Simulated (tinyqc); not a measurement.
Worked calculation: oxide trap near a transistor channel: two-state multiphonon kinetics, telegraph noise and bias instability. Computed by tinyqc, a small Python program that keeps every step. Command: `OMP_NUM_THREADS=1 python tinyqc.py 3000595 3000596 out.jsonl oxidetrap walk`. One thread of a shared host (Intel(R) Xeon(R) Processor @ 2.30GHz), about 0.01 s of CPU time with the checks. Intermediate numbers are printed to about 6 digits and carried at full precision; extremes and crossings named in words are read from the listed rows.

An n-channel device under positive gate bias. The trap is empty (state 1) or holds an electron (state 2); both states are parabolas of equal curvature, and the electron reservoir is taken at the Fermi level of the channel.

Inputs (values chosen for the exercise, with an insulator like HfO2 on silicon):

| quantity | value | unit |
|---|---|---|
| insulator constant eps_ox | 21.8 | - |
| insulator thickness t_ox | 5 | nm |
| trap depth x from the interface | 0.76 | nm |
| tunnel barrier phi_b | 1.56 | eV |
| tunnelling mass m_ox | 0.21 | m_0 |
| trap level above E_F at zero field E_t | 0.11 | eV |
| relaxation energy E_R | 1.8 | eV |
| oxide field F | 2.1 | MV/cm |
| attempt rate k_0 at the interface | 6e+11 | 1/s |
| temperature T | 400 | K |
| channel width W | 170 | nm |
| channel length L | 43 | nm |
| frequency f | 100 | Hz |
| stress time t_s | 80 | s |
| trap density N_t | 2.2e+18 | cm^-3 eV^-1 |
| mean capture barrier mu_c | 1.5 | eV |
| spread of the barriers s_c | 0.21 | eV |
| saturation shift dV_max | 340 | mV |

Parts treated: one trap and an ensemble.

Constants: hbar^2/(2 m_0) = 3.80998212 eV angstrom^2; k_B = 8.617333262e-05 eV/K; e = 1.602176634e-19 C; eps_0 = 8.8541878128e-12 F/m.

## Tunnelling factor

kappa = sqrt(2 m_ox phi_b)/hbar = sqrt(m_ox phi_b/(hbar^2/2m_0)); attenuation length lambda = 1/(2 kappa); factor exp(-x/lambda) for a rectangular barrier.

kappa = 2.93231 1/nm

attenuation length lambda = 0.170514 nm

tunnelling factor = 0.0115957

## Barriers and time constants

E_21 = E_t - e F x is the energy of state 2 over state 1; barriers E_c = (E_R + E_21)^2/(4 E_R), E_e = E_c - E_21; tau_c = exp(E_c/k_B T)/(k_0 P), tau_e = exp(E_e/k_B T)/(k_0 P), P the tunnelling factor; occupation f_2 = tau_e/(tau_c + tau_e); 1/tau_0 = 1/tau_c + 1/tau_e.

E_21 = -0.0496 eV

capture barrier E_c = 0.425542 eV

emission barrier E_e = 0.475142 eV

capture time tau_c = 3.30476e-05 s

emission time tau_e = 1.39339e-04 s

occupation f_2 = 0.808294

tau_0 = 2.67121e-05 s

The two times are within a factor 30 of each other, so the trap switches between both states and shows as telegraph noise.

## Step height and noise

Charge-sheet step dV = e (t_ox - x)/(eps_ox eps_0 W L); Lorentzian spectrum S(f) = 4 dV^2 tau_0^2/((tau_c + tau_e)(1 + (2 pi f tau_0)^2)); corner 1/(2 pi tau_0); variance dV^2 f_2 (1 - f_2) = dV^2 tau_0/(tau_c + tau_e).

threshold step dV = 0.481453 mV

corner frequency = 5958.15 Hz

S(f) = 3.83671e-12 V^2/Hz

root-mean-square noise = 0.189521 mV

f lies below the corner, on the flat part. Random dopants and current percolation, left out here, spread real steps around this value.

## Stress and recovery of one trap

From the zero-field occupation f(0), f(t) = f_2 + (f(0) - f_2) exp(-t/tau_0) under the field; after t_s the field is removed and f relaxes with the zero-field constants.

occupation at zero field = 0.0394966

tau_0 at zero field = 1.37406e-05 s

occupation after stress = 0.808294

half-time of recovery = 9.52422e-06 s

## Bias dependence of the times

The formulas are those given above.

Against field:

| F (MV/cm) | E_21 (eV) | tau_c (s) | tau_e (s) | f_2 |
|---|---|---|---|---|
| 0.00 | 0.11000 | 3.47892e-04 | 1.43056e-05 | 0.039497 |
| 0.63 | 0.06212 | 1.68032e-04 | 2.77150e-05 | 0.141586 |
| 1.26 | 0.01424 | 8.26730e-05 | 5.46950e-05 | 0.398164 |
| 1.68 | -0.01768 | 5.20557e-05 | 8.69414e-05 | 0.625491 |
| 2.10 | -0.04960 | 3.30476e-05 | 1.39339e-04 | 0.808294 |
| 2.52 | -0.08152 | 2.11532e-05 | 2.25156e-04 | 0.914119 |
| 3.15 | -0.12940 | 1.10006e-05 | 4.69663e-04 | 0.977114 |

ln(tau_c/tau_e) falls by e x/k_B T = 2.205 per MV/cm, which measures the depth x if the change of surface potential with bias is left aside. Over these rows tau_c shortens by 1.50 decades and tau_e lengthens by 1.52; the two share the shift almost equally, as the first and last E_21 average to little against E_R. The times cross at F = E_t/(e x) = 1.45 MV/cm.

## Many traps: 1/f noise

McWhorter number fluctuations for traps uniform in depth and energy: S_V = e^2 k_B T N_t lambda/(W L C_ox^2 f), C_ox = eps_ox eps_0/t_ox. The number of traps within k_B T in energy and one decade in time is N_t k_B T lambda ln(10) W L.

C_ox = 3.86043 microF/cm^2

1/f noise S_V(f) = 3.04683e-10 V^2/Hz

active traps per decade = 0.217645

With less than one active trap per decade a single device shows separate Lorentzians; 1/f is only the average over many devices. Caution: N_t k_B T lambda ln(10) W L, the number of active traps per decade, is below one, so S_V is only the mean over many devices.

## Many traps: shift under stress

For a normal spread of capture barriers (given for the stress field, with depth and field not resolved, k_0 being taken as the effective rate of the ensemble), traps with barrier below k_B T ln(k_0 t) are filled: dV(t) = (dV_max/2) erfc((mu_c - k_B T ln(k_0 t))/(sqrt(2) s_c)); local exponent n = d ln dV/d ln t (central difference, factor 1.01 in t).

filling front k_B T ln(k_0 t_s) = 1.08586 eV

shift after t_s = 8.26184 mV

local time exponent n = 0.385485

## Power law or saturation

The extrapolation continues the power law fitted through 10 s and 1000 s.

Against stress time:

| t (s) | shift (mV) | local exponent | power law (mV) | shift at T + 50 K (mV) |
|---|---|---|---|---|
| 1.00e-03 | 2.22138e-02 | 0.666283 | 1.05862e-01 | 1.10240e-01 |
| 1.00e-01 | 3.64751e-01 | 0.549472 | 6.10351e-01 | 1.77887e+00 |
| 1.00e+01 | 3.51901e+00 | 0.435550 | 3.51901e+00 | 1.48437e+01 |
| 1.00e+03 | 2.02890e+01 | 0.326266 | 2.02890e+01 | 6.63248e+01 |
| 1.00e+05 | 7.18705e+01 | 0.224652 | 1.16977e+02 | 1.68783e+02 |
| 1.00e+07 | 1.63798e+02 | 0.135781 | 6.74437e+02 | 2.71979e+02 |
| 3.00e+08 | 2.36593e+02 | 0.082520 | 2.45962e+03 | 3.15910e+02 |

The exponent falls from 0.666 to 0.083 as the front climbs the distribution, so the power law overstates the shift at 3e8 s (about ten years) by a factor 10.4. Heating by 50 K raises the shift at 1000 s by a factor 3.27: time and temperature enter only through T ln(k_0 t).

Checks made by the program: detailed balance tau_c/tau_e = exp(E_21/k_B T) (relative difference below 1e-10); the integral of S(f) against the variance (relative difference below 1e-10).
